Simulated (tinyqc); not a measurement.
Inside a calculation. Method: empirical pseudopotential in a few plane waves. One step of it, computed by the program tinyqc.

Task: Levels at G. Diagonalise the Hermitian matrix.

H(k) at G (eV), order +0+0+0, -1-1-1, -1-1+1, -1+1-1, -1+1+1, +1-1-1, +1-1+1, +1+1-1, +1+1+1, -2+0+0, +0-2+0, +0+0-2, +0+0+2, +0+2+0, +2+0+0:
```
[[0.000000, 2.328204+0.490655i, -2.328204+0.490655i, -2.328204+0.490655i, -2.328204-0.490655i, -2.328204+0.490655i, -2.328204-0.490655i, -2.328204-0.490655i, 2.328204-0.490655i, 0.000000+0.897976i, 0.000000+0.897976i, 0.000000+0.897976i, 0.000000-0.897976i, 0.000000-0.897976i, 0.000000-0.897976i],
 [2.328204-0.490655i, 11.588700, 0.000000-0.897976i, 0.000000-0.897976i, -0.204085, 0.000000-0.897976i, -0.204085, -0.204085, 0.000000, -2.328204-0.490655i, -2.328204-0.490655i, -2.328204-0.490655i, -0.307862+0.259758i, -0.307862+0.259758i, -0.307862+0.259758i],
 [-2.328204-0.490655i, 0.000000+0.897976i, 11.588700, 0.204085, 0.000000-0.897976i, 0.204085, 0.000000-0.897976i, 0.000000, -0.204085, -2.328204+0.490655i, -2.328204+0.490655i, 0.307862+0.259758i, 2.328204-0.490655i, -0.307862-0.259758i, -0.307862-0.259758i],
 [-2.328204-0.490655i, 0.000000+0.897976i, 0.204085, 11.588700, 0.000000-0.897976i, 0.204085, 0.000000, 0.000000-0.897976i, -0.204085, -2.328204+0.490655i, 0.307862+0.259758i, -2.328204+0.490655i, -0.307862-0.259758i, 2.328204-0.490655i, -0.307862-0.259758i],
 [-2.328204+0.490655i, -0.204085, 0.000000+0.897976i, 0.000000+0.897976i, 11.588700, 0.000000, 0.204085, 0.204085, 0.000000-0.897976i, 2.328204+0.490655i, -0.307862+0.259758i, -0.307862+0.259758i, -2.328204-0.490655i, -2.328204-0.490655i, 0.307862-0.259758i],
 [-2.328204-0.490655i, 0.000000+0.897976i, 0.204085, 0.204085, 0.000000, 11.588700, 0.000000-0.897976i, 0.000000-0.897976i, -0.204085, 0.307862+0.259758i, -2.328204+0.490655i, -2.328204+0.490655i, -0.307862-0.259758i, -0.307862-0.259758i, 2.328204-0.490655i],
 [-2.328204+0.490655i, -0.204085, 0.000000+0.897976i, 0.000000, 0.204085, 0.000000+0.897976i, 11.588700, 0.204085, 0.000000-0.897976i, -0.307862+0.259758i, 2.328204+0.490655i, -0.307862+0.259758i, -2.328204-0.490655i, 0.307862-0.259758i, -2.328204-0.490655i],
 [-2.328204+0.490655i, -0.204085, 0.000000, 0.000000+0.897976i, 0.204085, 0.000000+0.897976i, 0.204085, 11.588700, 0.000000-0.897976i, -0.307862+0.259758i, -0.307862+0.259758i, 2.328204+0.490655i, 0.307862-0.259758i, -2.328204-0.490655i, -2.328204-0.490655i],
 [2.328204+0.490655i, 0.000000, -0.204085, -0.204085, 0.000000+0.897976i, -0.204085, 0.000000+0.897976i, 0.000000+0.897976i, 11.588700, -0.307862-0.259758i, -0.307862-0.259758i, -0.307862-0.259758i, -2.328204+0.490655i, -2.328204+0.490655i, -2.328204+0.490655i],
 [0.000000-0.897976i, -2.328204+0.490655i, -2.328204-0.490655i, -2.328204-0.490655i, 2.328204-0.490655i, 0.307862-0.259758i, -0.307862-0.259758i, -0.307862-0.259758i, -0.307862+0.259758i, 15.451601, 0.204085, 0.204085, -0.204085, -0.204085, 0.000000],
 [0.000000-0.897976i, -2.328204+0.490655i, -2.328204-0.490655i, 0.307862-0.259758i, -0.307862-0.259758i, -2.328204-0.490655i, 2.328204-0.490655i, -0.307862-0.259758i, -0.307862+0.259758i, 0.204085, 15.451601, 0.204085, -0.204085, 0.000000, -0.204085],
 [0.000000-0.897976i, -2.328204+0.490655i, 0.307862-0.259758i, -2.328204-0.490655i, -0.307862-0.259758i, -2.328204-0.490655i, -0.307862-0.259758i, 2.328204-0.490655i, -0.307862+0.259758i, 0.204085, 0.204085, 15.451601, 0.000000, -0.204085, -0.204085],
 [0.000000+0.897976i, -0.307862-0.259758i, 2.328204+0.490655i, -0.307862+0.259758i, -2.328204+0.490655i, -0.307862+0.259758i, -2.328204+0.490655i, 0.307862+0.259758i, -2.328204-0.490655i, -0.204085, -0.204085, 0.000000, 15.451601, 0.204085, 0.204085],
 [0.000000+0.897976i, -0.307862-0.259758i, -0.307862+0.259758i, 2.328204+0.490655i, -2.328204+0.490655i, -0.307862+0.259758i, 0.307862+0.259758i, -2.328204+0.490655i, -2.328204-0.490655i, -0.204085, 0.000000, -0.204085, 0.204085, 15.451601, 0.204085],
 [0.000000+0.897976i, -0.307862-0.259758i, -0.307862+0.259758i, -0.307862+0.259758i, 0.307862+0.259758i, 2.328204+0.490655i, -2.328204+0.490655i, -2.328204+0.490655i, -2.328204-0.490655i, 0.000000, -0.204085, -0.204085, 0.204085, 0.204085, 15.451601]]
```

Give: eigenvalues.

Result:

eigenvalues (eV): [-4.1916, 7.4892, 7.5084, 7.5084, 7.5084, 11.6414, 11.6414, 11.6414, 15.0434, 15.0434, 15.8033, 19.0709, 19.0709, 19.0709, 21.5690]
